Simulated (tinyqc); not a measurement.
## In-plane mass from two subband densities

Inverse problem. At zero temperature each occupied subband holds N_k = D (EF - E_k), D = md m0 q/(pi hbar^2) per eV. Two subbands are occupied. Find md, EF - E1 and EF - E2.

Constants: q = 1.602176634e-19 C, hbar = 1.054571817e-34 J s, m0 = 9.1093837015e-31 kg. Results are converted to the units shown.

N1, N2 (cm^-2): 1.3905171e12  9.9e10
E2 - E1 = 45.4 meV

Answer. N1 - N2 = D (E2 - E1) gives D and so md; each N_k/D is a distance to EF.

md = 0.0681 m0
EF - E1 = 48.9 meV
EF - E2 = 3.48 meV

Numbers from tinyqc (`OMP_NUM_THREADS=1 python tinyqc.py 2140153 2140154 out.jsonl`; about 0.2 s on one thread of a shared Intel Xeon 2.30GHz).
